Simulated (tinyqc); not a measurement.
Gap and radiative efficiency from Jsc and Voc.

Inverse problem. Photon flux above E from a black body at temperature T into a hemisphere: Phi(E, T) = A sum_k exp(-k E/th)[E^2 th/k + 2 E th^2/k^2 + 2 th^3/k^3], k = 1, 2, ..., with th = kB T/q in eV and A = 2 pi q^3/(h^3 c^2). A cell with a sharp absorption edge has Jsc = q fs X Phi(Eg, Ts) and Voc = Vt ln(1 + Jsc/J0), J0 = q ge Phi(Eg, T)/ERE. Find Eg and ERE.

Parameters, values chosen for the exercise:
- T = 280 K (cell temperature)
- Ts = 5778 K (temperature of the black-body sun)
- fs = 2.16e-5 (share of the hemisphere filled by the sun)
- X = 1000 (concentration)
- ge = 1 (number of faces that emit)

Constants: q = 1.602176634e-19 C, kB = 1.380649e-23 J/K, h = 6.62607015e-34 J s, c = 299792458 m/s, Vt = kB T/q. Results are converted to the units shown.

Jsc = 14165.2987 mA/cm^2
Voc = 2.12137794 V

Answer. Phi falls steadily with E, so Jsc fixes Eg; Voc gives J0, and its ratio to the radiative dark current is 1/ERE.

Eg = 2.270 eV
ERE = 0.3000

Program tinyqc, `OMP_NUM_THREADS=1 python tinyqc.py 2820033 2820034 out.jsonl`; Intel Xeon 2.30GHz, shared host, one thread, about 0.01 s.
